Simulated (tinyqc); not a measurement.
Interface roughness in a thin film (subband fluctuation and scattering), step by step. Values are carried at full precision from step to step, so a last printed digit may differ when a step is redone from the rounded ones.

Square well of width t, barriers V0, c = hbar^2/2m0: E1 solves k t + 2 atan[(k/mz)/(kappa/mb)] = pi, k = sqrt(mz E/c), kappa = sqrt(mb (V0 - E)/c). One interface is rough, so the subband edge fluctuates by G dt with G = |dE1/dt| (central difference of 0.01 angstrom; 2 E1/t for hard walls).

Constants: hbar^2/2m0 = 3.80998211 eV angstrom^2; e^2/(4 pi eps0) = 14.39964547 eV angstrom; hbar = 6.58211957e-16 eV s.

Inputs chosen for the exercise (near those of a thin Si channel on (100), two-fold valleys; the results hold for these values, not for the real material):
- t = 32 angstrom (film thickness)
- mz = 0.889 m0 (confinement mass)
- V0 = 3.09 eV (barrier)
- mb = 0.51 m0 (barrier mass)
- D = 3.2 angstrom (rms height of the roughness)
- md = 0.196 m0 (mass in the plane)
- gv = 2 (valleys)
- Lc = 28 angstrom (correlation length)
- Ns = 5.6 x 1e12/cm^2 (sheet density)
- eps = 7.6 (mean dielectric constant at the channel)
- Lg = 200 angstrom (gate length)
- Wg = 250 angstrom (gate width)

## Sensitivity of the level to thickness

Give E1, G, the hard-wall values and the rms fluctuation G D.

E1 = 37.04 meV
G = |dE1/dt| = 2.1917 meV/angstrom

hard walls: E1 (meV) and G (meV/angstrom): 41.307  2.582

G D = 7.01 meV

Hard walls overstate G by a factor 1.18, and the scattering rate, which goes as G^2, by 1.39.

## The angular integrand

Gaussian roughness spectrum S(q) = pi D^2 Lc^2 exp(-q^2 Lc^2/4). Degenerate gas, taken to fill one subband (the second starts to fill once c kF^2/md exceeds E2 - E1, which is not tested here): kF = sqrt(2 pi Ns/gv), q = 2 kF sin(theta/2), 1/tau = (md/(2 pi c hbar)) G^2 times the integral from 0 to pi of S(q)(1 - cos theta)/eps(q)^2 dtheta, eps(q) = 1 + qs/q with screening (qs = gv md q0/(c eps), q0 = e^2/(4 pi eps0), form factors left out, which overstates the screening; other scattering is left out too, so these values lie far above measured mobilities in all but the thinnest films) or 1 without; mobility = tau c2/md with c2 = e/m0 = 1.75882e15 cm^2/(V s^2); 1e12/cm^2 = 1e-4/angstrom^2.

kF, qs, and exp(-q^2 Lc^2/4)(1 - cos theta) without and with the factor 1/eps^2 at theta = 30, 60, ..., 180 degrees.

kF = 0.04194 1/angstrom
qs = 0.1949 1/angstrom

Integrand:
```
theta  q (1/angstrom)   bare  eps(q)  screened
30             0.0217  0.122    9.98   0.00123
60             0.0419  0.354    5.65    0.0111
90             0.0593  0.502    4.29    0.0273
120            0.0726  0.533    3.68    0.0393
150            0.0810  0.515    3.41    0.0444
180            0.0839  0.504    3.32    0.0456
```

kF Lc = 1.17: the spectrum cuts off large angles, and the bare integrand is largest at 120 degrees among these rows.

## Scattering time and mobility

Integrate over theta.

Results:
```
case      integral  tau (fs)  mobility (cm^2/(V s))
bare         1.193     556.3                   4992
screened   0.07652      8671              7.781e+04
```

Screening raises the mobility by a factor 15.6. With it kF l = 901, so by this rate the carriers are far from localisation. Phonons, and the gate field that presses carriers to the wall, limit real channels far below this value.

## Threshold variation

Averaged over an area A = Lg Wg much larger than Lc^2, the thickness varies by D sqrt(pi Lc^2/A), so sigma(Vt) = G D Lc sqrt(pi/A)/e; the Pelgrom coefficient is sigma sqrt(A) (1 micrometre = 1e4 angstrom).

rms of the mean thickness = 0.710 angstrom
sigma(Vt) = 1.557 mV
coefficient = 0.0348 mV micrometre

The electrostatic effect of the thickness is left out.

## Checks

- G from the envelope at the wall, psi(t/2)^2 (E1 + c mz (kappa/mb)^2), against the difference quotient, meV/angstrom: both 2.192.
- Bare integral for Lc -> 0 against pi: both 3.1416.

Computed by tinyqc, a small Python program: `OMP_NUM_THREADS=1 python tinyqc.py 1252745 1252746 out.jsonl` (the numbers bound the seed that draws the inputs); one thread of a shared host (Intel(R) Xeon(R) Processor @ 2.30GHz), about 0.01 s for the whole set of steps.
